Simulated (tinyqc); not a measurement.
What each parameter does: strained quantum well: band edges, subbands and transparency.

Growth on (001), barriers unstrained: tr(e) = e (2 - nu2), Z = b e (1 + nu2); Ec = Ev + Eg + ac tr(e), E_HH = Ev + av tr(e) + Z, E_LH = Ev + av tr(e) - Z (coupling to the split-off band left out).

Masses along z: me, 1/(g1 - 2 g2) for HH, 1/(g1 + 2 g2) for LH, likewise in the barrier; in the plane me, 1/(g1 + g2) for HH and 1/(g1 - g2) for LH (no mixing, which understates the hole masses away from k = 0). Level n solves k L + 2 atan[(k/m)/(kappa/mb)] = n pi, k = sqrt(m E/c), kappa = sqrt(mb (V - E)/c), c = hbar^2/2m0.

Transparency (Bernard-Duraffourg): Fc - Fv equals the lowest transition energy with n = p, n = sum m/(2 pi c) kB T ln(1 + exp((Fc - E)/kB T)) and p likewise over the listed subbands; c = hbar^2/2m0, 1/angstrom^2 = 1e16/cm^2.

Constants: hbar^2/2m0 = 3.80998211 eV angstrom^2; kB = 8.617333262e-05 eV/K; hc = 1239.841984 eV nm.

Parameters, chosen for this exercise (near those of a GaAsP/AlGaAs well; the results hold for these values, not for the real material):
- e = 0.0054 (strain in the plane)
- nu2 = 0.92 (2 C12/C11)
- Eg = 1.608 eV (unstrained gap of the well)
- Ev = -0.871 eV (its valence edge)
- ac = -7.32 eV
- av = 1.24 eV (Ev moves by av tr(e))
- b = -1.94 eV (shear potential)
- Egb = 1.92 eV (gap of the barrier)
- Evb = -1 eV (its valence edge)
- L = 68 angstrom (well width)
- me = 0.0765 m0 (electron mass)
- g1 = 6.54 (gamma1)
- g2 = 1.82 (gamma2)
- meb = 0.1 m0
- g1b = 5.7
- g2b = 1.6
- T = 350 K (temperature)

Edge wavelength, hh1 - lh1 and n_tr. Each row changes one parameter from the base and keeps the others.

Results:
```
case             wavelength (nm)  hh1 - lh1 (meV)  n_tr (1e12/cm^2)
base                       764.9            -17.6             1.284
L = 78 angstrom            771.5            -21.1             1.304
e = 0.0034                 753.8             -3.7             1.364
Eg = 1.588 eV              773.8            -17.6             1.280
b = -2.23 eV               766.2            -23.3             1.259
ac = -6.59 eV              763.0            -17.6             1.285
me = 0.0842 m0             765.7            -17.6             1.365
g1 = 6.93                  764.6            -18.1             1.243
T = 390 K                  764.9            -17.6             1.468
```

The largest shifts from the base row, up to three for each result and ties (the steps differ in size, so this ranks the rows, not the parameters). wavelength (nm): e -11.1, Eg +8.9, L +6.6; unchanged at the printed digits by T. hh1 - lh1 (meV): e +13.9, b -5.7, L -3.4; unchanged at the printed digits by Eg, ac, me and T. n_tr (1e12/cm^2): T +0.184, me +0.081, e +0.080.

Computed by tinyqc, a small Python program: `OMP_NUM_THREADS=1 python tinyqc.py 1282787 1282788 out.jsonl` (the numbers bound the seed that draws the inputs); one thread of a shared host (Intel(R) Xeon(R) Processor @ 2.30GHz), about 0.01 s for the whole set of steps.
